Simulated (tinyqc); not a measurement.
A stack of flat layers between unequal leads with mass mismatch, transfer matrices: one step of the calculation.

One electron of energy E comes from the left lead (band edge 0); no transverse momentum. Parabolic bands, masses in units of m0, C = hbar^2/(2 m0); psi and psi'/m are continuous at every interface. The layers follow each other from left to right, then the right lead.

Question. Transmission and reflection. The matrix M carries (psi, psi'/m) across the stack, and v = k/m in each lead. psi = 1 + r at the left edge (incident amplitude 1) and t at the right edge. With det M = 1, a = i vR M11 - M21 and b = -vL vR M12 - i vL M22: t = 2 i vL/(a - b), r = -(a + b)/(a - b), T(E) = (vR/vL) |t|^2, R(E) = |r|^2.

M:

|  | 1 | 2 |
|---|---|---|
| 1 | -0.18207232 | 0.055956949 |
| 2 | -16.945430 | -0.28442249 |

vL = 22.373305 1/nm
vR = 24.283308 1/nm

Wanted: t; r; T(E); R(E).

Answer.

t = -0.20466+0.89847i
r = 0.27906+0.02255i
T(E) = 0.92162
R(E) = 0.078384

T(E) + R(E) = 1: the current is conserved.

Range of the model: Masses are held fixed, although real bands cease to be parabolic a few tenths of an eV from their edges (inside a barrier too).

Computed by the program tinyqc: `OMP_NUM_THREADS=1 python tinyqc.py 2560025 2560026 out.jsonl`, one thread of a shared Intel Xeon 2.30GHz, about 0.01 s for the whole run.
